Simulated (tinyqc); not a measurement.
# Worked calculation: voltage acceleration of oxide breakdown, four models on the same data

tinyqc, about 0.01 s, one thread, Intel Xeon 2.30GHz (shared host): `OMP_NUM_THREADS=1 python tinyqc.py 2070080 2070081 out.jsonl` Printed values are rounded.

Field E = V/tox in MV/cm. Models: ln(t63/1 s) = a - c X with X = E (E model), -1/E (1/E model), ln V (power law, c the exponent n) or sqrt(E).

Parameters, values chosen for the exercise: oxide thickness tox = 5.9 nm; use voltage Vu = 3.2 V; stress temperature Ts = 373 K; use temperature Tu = 378 K; activation energy Ea = 0.62 eV; factor for area and percentile ks = 2.2e-5.

Constants: q = 1.602176634e-19 C, kB = 1.380649e-23 J/K. Results are converted to the units shown.

Range of the model: All four laws are empirical fits; none is established far below the stress range.

## Fitting the models

```
stress  V (V)  t63 (s)
0        5.35  1.631e5
1        6.34      150
2        7.05    3.339
```

The three stress times were made with the 1/E model, c = 406, and are treated as data. For each model fit ln t63 on X by least squares over the three points.

```
model          c          a  largest misfit in ln t63 (0: below 0.002)
E       3.773596   46.02602                                  0.4652202
1/E     405.9973  -32.77142                                  0.0000000
power   39.31805   77.85451                                  0.2281933
sqrt E  24.38929   85.30633                                  0.3458340
```

The worst misfit of any model is 0.47 in ln t63, a factor of 1.59 in time, comparable to the scatter of t63 from small samples, so such data hardly tell the models apart.

## Projection to use conditions

Project to Vu, multiply by exp[(Ea q/kB)(1/Tu - 1/Ts)] and by ks; ten years are 3.15576e8 s. The largest voltage for ten years solves the same relation for V.

temperature factor = 0.7748036

```
model   lifetime (years)  largest voltage for ten years (V)
E             0.06802501                           2.419743
1/E           1.022119e6                           3.782925
power           48.17026                           3.330547
sqrt E          1.296187                           2.973925
```

The lifetimes span 7.18 decades, from the E model (most cautious) to the 1/E model; the allowed voltage spans 2.42 to 3.78 V. 2 of the four models pass ten years at Vu. Lifetimes beyond a thousand years are formal extrapolations.
